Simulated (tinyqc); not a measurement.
## Junction parameters from two forward currents

Question. D(v) = J1 (exp(v/Vt) - 1) + J2 (exp(v/(2 Vt)) - 1). Find J1, J2 and the voltage 2 Vt ln(J2/J1) near which both parts are equal.

Parameters, values chosen for the exercise: temperature T = 398 K.

Constants: q = 1.602176634e-19 C, kB = 1.380649e-23 J/K, Vt = kB T/q. Results are converted to the units shown.

junction voltages (V): [0.28, 0.67]
currents (uA/um): [5.6757732e-6, 0.0037967288]

Answer. The current is linear in J1 and J2, so two points give two equations.

J1 = 6.90e-12 uA/um
J2 = 9.70e-8 uA/um
crossover = 0.655 V

Program tinyqc, `OMP_NUM_THREADS=1 python tinyqc.py 2182038 2182039 out.jsonl`; Intel Xeon 2.30GHz, shared host, one thread, about 0.2 s.
